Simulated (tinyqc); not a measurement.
# Electron mobility in a silicon inversion layer, empirical terms and Matthiessen rule: several studies

Inversion layer of sheet density Ns on a uniformly doped body, under a high-permittivity gate with an interlayer. The mobility terms are empirical power laws with prefactors chosen for the exercise; adding their inverses (Matthiessen) is itself an approximation.

Parameters, values chosen for the exercise; material values close to those of silicon:
```
symbol,value,unit,meaning
T,273,K,temperature
Eg,1.1,eV,band gap
eps_r,11.7,,relative permittivity of the semiconductor
Nc,2.41e19,cm^-3,conduction-band density of states at T
Nv,2.27e19,cm^-3,valence-band density of states at T
Nb,7.7e17,cm^-3,body doping
Vsb,1,V,reverse body bias
eta,0.5,,weight of the inversion charge in the effective field
Ap,470,cm^2/(V s),phonon-limited mobility at 1 MV/cm and 300 K
As,1250,cm^2/(V s),roughness-limited mobility at 1 MV/cm
gs,2,,exponent of the roughness term
Ac,3800,cm^2/(V s),Coulomb prefactor
Nit,7.8e11,cm^-2,charge at the interface
Ar,230,cm^2/(V s),remote-phonon mobility without interlayer
ti,1.2,nm,interlayer thickness
lr,0.6,nm,decay length of remote phonons
Ns,5.1e11,cm^-2,inversion density
```

Constants: q = 1.602176634e-19 C, kB = 1.380649e-23 J/K, Vt = kB T/q, eps0 = 8.8541878128e-14 F/cm where lengths are in cm. Results are converted to the units shown.

Each table varies one quantity; the others keep the values above.

## Effect of the interlayer thickness

ni = sqrt(Nc Nv) exp(-Eg/(2 Vt)), Eg in volts; Ndep = sqrt(2 eps0 eps_r Nb (2 Vt ln(Nb/ni) + Vsb)/q); E = q (Ndep + eta Ns)/(eps0 eps_r), in MV/cm. With t = T/(300 K): muC = Ac (Ns/1e12 cm^-2) t/(Nb/1e17 cm^-3 + Nit/1e11 cm^-2), muP = Ap E^(-1/3) t^(-1.75), muS = As E^(-gs), muR = Ar exp(2 ti/lr)/t; 1/mu is the sum of the inverses.

The same in every row: E (MV/cm) = 0.7191; muC (cm^2/(V s)) = 113.8; muP (cm^2/(V s)) = 618.8; muS (cm^2/(V s)) = 2417.

Effect of the interlayer thickness:
```
ti (nm)  muR (cm^2/(V s))  mu (cm^2/(V s))
0.2                 492.3            77.82
0.4                 958.8            84.31
0.6                  1868            88.07
0.8                  3638            90.14
1                    7085            91.24
1.2               1.380e4            91.82
1.4               2.688e4            92.12
1.6               5.235e4            92.27
1.8               1.020e5            92.35
```

As ti goes from 0.2 to 1.8 nm, E stays at 0.719 MV/cm and mu rises from 77.8 to 92.3 cm^2/(V s). The Coulomb term is the smallest in the first and the last row.

## Effect of the inversion density

Same model as above.

The same in every row: muR (cm^2/(V s)) = 1.380e4.

Results:
```
Ns (cm^-2)  E (MV/cm)  muC (cm^2/(V s))  muP (cm^2/(V s))  muS (cm^2/(V s))  mu (cm^2/(V s))
2e11           0.6951             44.62             625.8              2587            40.87
3.6e11         0.7075             80.31             622.1              2497            68.82
6.3e11         0.7284             140.6             616.1              2356            108.3
1.1e12         0.7647             245.4             606.2              2138            159.6
2e12           0.8343             446.2             588.8              1796            218.9
3.6e12         0.9580             803.1             562.3              1362            261.1
6.3e12          1.167              1406             526.6             918.1            265.1
2e13            2.226              4462             424.5             252.2            151.1
```

Estimate the missing row, Ns = 1.1e13 cm^-2.

Computed row:
```
Ns (cm^-2)  E (MV/cm)  muC (cm^2/(V s))  muP (cm^2/(V s))  muS (cm^2/(V s))  mu (cm^2/(V s))
1.1e13          1.530              2454             481.0             533.8            225.6
```

With this row back in the table: As Ns goes from 2e11 to 2e13 cm^-2, E rises from 0.695 to 2.23 MV/cm and mu goes from 40.9 through a maximum of 265 (at Ns = 6.3e12 cm^-2 among the rows listed) to 151 cm^2/(V s). The smallest term is the Coulomb one in the first row and the roughness one in the last. Screening lifts the Coulomb term as Ns grows while the field presses the carriers to the interface, hence the maximum. For Ns = 1.1e13 to 2e13 cm^-2 E passes 1.5 MV/cm, beyond the usual range of such laws.

## Effect of the body doping

Same model as above.

The same in every row: muR (cm^2/(V s)) = 1.380e4.

Effect of the body doping:
```
Nb (cm^-3)  E (MV/cm)  muC (cm^2/(V s))  muP (cm^2/(V s))  muS (cm^2/(V s))  mu (cm^2/(V s))
2e16           0.1440             220.4              1058           6.027e4            179.5
4.4e16         0.1962             214.0             954.0           3.248e4            171.7
9.7e16         0.2745             201.1             852.9           1.659e4            159.3
2.1e17         0.3887             178.1             759.6              8272            140.4
4.7e17         0.5672             141.1             669.7              3885            112.2
1e18           0.8164             99.08             593.1              1875            80.74
2.3e18          1.230             57.26             517.4             826.8            48.36
5e18            1.810             30.51             454.8             381.5            26.55
```

What does the comparison show?

As Nb goes from 2e16 to 5e18 cm^-3, E rises from 0.144 to 1.81 MV/cm and mu falls from 180 to 26.5 cm^2/(V s). The Coulomb term is the smallest in the first and the last row. At Nb = 5e18 cm^-3 E passes 1.5 MV/cm, beyond the usual range of such laws.

Program tinyqc, `OMP_NUM_THREADS=1 python tinyqc.py 2510052 2510053 out.jsonl`; Intel Xeon 2.30GHz, shared host, one thread, about 0.01 s.
